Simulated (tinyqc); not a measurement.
Junctionless gate-all-around wire, depletion approximation: one step of the calculation.

A uniformly doped n-type wire of radius R under a surrounding gate; long channel. Below flat band a shell from radius rc to R is fully depleted and the neutral core, at channel potential V (0 at the source, Vd at the drain), carries the current with constant mobility; s = (rc/R)^2 is the share of the cross-section that conducts. The edge of the depleted shell is taken as abrupt, so there is no subthreshold current.

Question. Voltages that deplete the wire. Cox = eps0 eox/(R ln(1 + tox/R)); A = q Nd R^2/(4 eps0 eps_r); B = q Nd R/(2 Cox); VT = Vfb - A - B.

Inputs (values chosen for the exercise); material values close to those of silicon:
- eps_r = 11.6 (relative permittivity of the semiconductor)
- eox = 9 (relative permittivity of the gate insulator)
- tox = 7.2 nm (insulator thickness)
- R = 5 nm (wire radius)
- Nd = 1.6e19 cm^-3 (donor density)
- Vfb = 0.99 V (flat-band voltage)

Constants: q = 1.602176634e-19 C, eps0 = 8.8541878128e-14 F/cm where lengths are in cm. Results are converted to the units shown.

Wanted: Cox; A; B; VT.

Answer.

Cox = 1.7867 uF/cm^2
A = 0.15599 V
B = 0.35868 V
VT = 0.47532 V

Of the 0.515 V needed, 69.7 % drops over the insulator. The device is normally off.

Program tinyqc, `OMP_NUM_THREADS=1 python tinyqc.py 2460058 2460059 out.jsonl`; Intel Xeon 2.30GHz, shared host, one thread, about 0.01 s.
